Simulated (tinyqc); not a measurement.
Inside a calculation: complex band structure along [001] in sp3s* tight binding. Values are carried at full precision from step to step, so a last printed digit may differ when a step is redone from the rounded ones.

For k = (0, 0, kz) the phase sums are g0 = cos(phi) and g3 = i sin(phi), phi = kz a/4, and the s, pz, s* orbitals of anion (a) and cation (c) decouple from px, py. With z = exp(i phi), H(z) = H0 + z T + T^T/z for any complex z. H0 is diagonal (Esa, Epa, Exa, Esc, Epc, Exc). The anion-cation block is B(z) = z U + W/z and the cation-anion block z W^T + U^T/z, where U has Vss/2 (s,s), Vsapc/2 (s,z), -Vscpa/2 (z,s), Vxx/2 (z,z), Vxapc/2 (s*,z), -Vpaxc/2 (z,s*), and W has the same values with the s-z and s*-z signs reversed. |z| = 1 is a band state, |z| < 1 decays along [001] as exp(-kappa d) over a distance d, kappa = -(4/a) ln|z|. No spin-orbit coupling.

Inputs chosen for the exercise (out of a larger set: near a published set for Si, fitted to gaps, whose masses and valley positions are rough (light masses up to twice too heavy); not measured data):
```
symbol  value                                                                                          unit      meaning
p       (-4.157, 1.727, -4.157, 1.727, 6.743, 6.743, -8.349, 1.72, 4.532, 5.765, 5.765, 5.343, 5.343)  eV        order Esa, Epa, Esc, Epc, Exa, Exc, Vss, Vxx, Vxy, Vsapc, Vscpa, Vxapc, Vpaxc
dE      0.55                                                                                           eV        E - Ev
a       5.427                                                                                          angstrom  lattice constant
```

## The layer matrices

Parameters in the order Esa, Epa, Esc, Epc, Exa, Exc, Vss, Vxx, Vxy, Vsapc, Vscpa, Vxapc, Vpaxc. Form H0 and T.

diagonal of H0 (eV): sa -4.1570, za 1.7270, s*a 6.7430, sc -4.1570, zc 1.7270, s*c 6.7430

T (eV):
```
          sa      za      s*a       sc      zc      s*c
sa    0.0000  0.0000   0.0000  -4.1745  2.8825   0.0000
za    0.0000  0.0000   0.0000  -2.8825  0.8600  -2.6715
s*a   0.0000  0.0000   0.0000   0.0000  2.6715   0.0000
sc   -4.1745  2.8825   0.0000   0.0000  0.0000   0.0000
zc   -2.8825  0.8600  -2.6715   0.0000  0.0000   0.0000
s*c   0.0000  2.6715   0.0000   0.0000  0.0000   0.0000
```

## Edges at Gamma

At z = 1 the levels follow from the blocks [[Esa, Vss], [Vss, Esc]] and [[Epa, Vxx], [Vxx, Epc]]: Ev is the lower p root, and the direct gap ends at the lower of the upper roots.

Ev = 0.0070 eV
EG (direct gap) = 3.4400 eV

## Complex wave vectors at one energy in the gap

Solve det(H0 - E + z T + T^T/z) = 0 with E = Ev + dE, as the linear problem [[0, 1], [-T^T, E - H0]] x = z [[1, 0], [0, T]] x. Roots come as z, -z, 1/z and conjugates; list those with 0 < |z| < 1 and Re z, Im z >= 0, by falling |z|. Re kz = arg(z)/(pi/2) in units of 2 pi/a, kappa = -(4/a) ln|z|.

Decaying roots:
```
Re z      Im z     |z|  Re kz (2 pi/a)  kappa (1/angstrom)
0.8118  0.0000  0.8118          0.0000              0.1537
0.2609  0.5586  0.6166          0.7219              0.3565
```

The slowest root has kappa = 0.1537 1/angstrom at Re kz = 0.000: a purely imaginary k at Gamma. The probability falls by exp(-2 kappa d), a factor 21.6 over 1 nm.

## The px, py block

For px and py the determinant gives (E - Epa)(E - Epc) = Vxx^2 cos^2(phi) + Vxy^2 sin^2(phi). With phi = i kappa a/4 this is sinh^2(kappa a/4) = ((E - Epa)(E - Epc) - Vxx^2)/(Vxx^2 - Vxy^2), E = Ev + dE. Parameters in the order Esa, Epa, Esc, Epc, Exa, Exc, Vss, Vxx, Vxy, Vsapc, Vscpa, Vxapc, Vpaxc.

sinh^2(kappa a/4) = 0.09041
kappa of the heavy-hole branch = 0.2184 1/angstrom

This branch decays faster than the slowest root of the s-pz block (0.1537), by a factor 1.42 in kappa.

## Checks

- Largest distance of a level of the 6 x 6 block at kz = 0.37 (2 pi/a) from a level of the full matrix, against zero (eV): both 0.000000.

tinyqc: `OMP_NUM_THREADS=1 python tinyqc.py 1481259 1481260 out.jsonl`; about 0.01 s, one thread, shared Intel(R) Xeon(R) Processor @ 2.30GHz.
